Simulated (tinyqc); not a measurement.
# Absorption coefficient and reflectance from two thicknesses

Problem. With transparent contact layers the responsivity is (1 - Rf)(1 - exp(-al wi)) q lam/(h c). The second absorber is twice as thick as the first. Find al and Rf.

Values chosen for this exercise: wavelength lam = 1310 nm.

Constants: q = 1.602176634e-19 C, h = 6.62607015e-34 J s, c = 299792458 m/s. Results are converted to the units shown.

responsivity for wi = 0.85 and 1.7 um (A/W): 0.45553128  0.71065903

Solution. The ratio of the responsivities is 1 + exp(-al w1), which gives al; either value then gives 1 - Rf.

al = 6.82e3 1/cm
Rf = 0.0200

tinyqc, about 0.01 s, one thread, Intel Xeon 2.30GHz (shared host): `OMP_NUM_THREADS=1 python tinyqc.py 2250007 2250008 out.jsonl`
